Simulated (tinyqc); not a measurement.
Threshold-voltage variability of a planar MOSFET, analytic estimates: two steps of the calculation.

Three independent sources add in quadrature: random dopants in the depleted layer, metal-gate grains of two orientations, and roughness of the two gate edges acting through the roll-off VT = VT(long) - Vr exp(-L/l). These are first-order estimates: no three-dimensional electrostatics, no percolation.

Parameters, values chosen for the exercise; material values close to those of silicon:
```
symbol  value  unit                                  meaning
T         300     K                              temperature
n        1.39                            subthreshold factor
gI         10   1/V                   gm/I of a matched pair
sb        1.7     %  spread of the gain factor of one device
Nb      65536                                number of cells
Y        0.99                                   wanted yield
```

Constants: q = 1.602176634e-19 C, kB = 1.380649e-23 J/K, Vt = kB T/q. Results are converted to the units shown.

Task 1. Total spread, mismatch and leakage. s = sqrt(s1^2 + s2^2 + s3^2). For a pair: s(dVT) = sqrt(2) s; current mismatch sqrt(2) sqrt((gI s)^2 + sb^2); input offset = current mismatch/gI. For a Gaussian VT the off current is log-normal with mean/median = exp(s^2/(2 (n Vt)^2)).

s1 = 7.6140226 mV
s2 = 19.843135 mV
s3 = 1.9269408 mV

Wanted: s; s(dVT); current mismatch; input offset; mean/median of Ioff.

Result 1.

s = 21.34 mV
s(dVT) = 30.18 mV
current mismatch = 30.28 %
input offset = 30.28 mV
mean/median of Ioff = 1.193

Task 2. Margin in standard deviations for the wanted yield. Cells fail independently with probability Q(k) = erfc(k/sqrt(2))/2 when the margin is k standard deviations, and Y = exp(-Nb Q(k)). phi = exp(-k^2/2)/sqrt(2 pi). Newton steps on ln Q(k) = ln(-ln(Y)/Nb): k(new) = k + [ln Q - ln(-ln(Y)/Nb)] Q/phi.

k after iteration 1 = 5.7665260

Wanted: Q(k); phi; k after iteration 2.

Result 2.

Q(k) = 4.046e-9
phi = 2.400e-8
k after iteration 2 = 5.154

Program tinyqc, `OMP_NUM_THREADS=1 python tinyqc.py 2090052 2090053 out.jsonl`; Intel Xeon 2.30GHz, shared host, one thread, about 0.01 s.
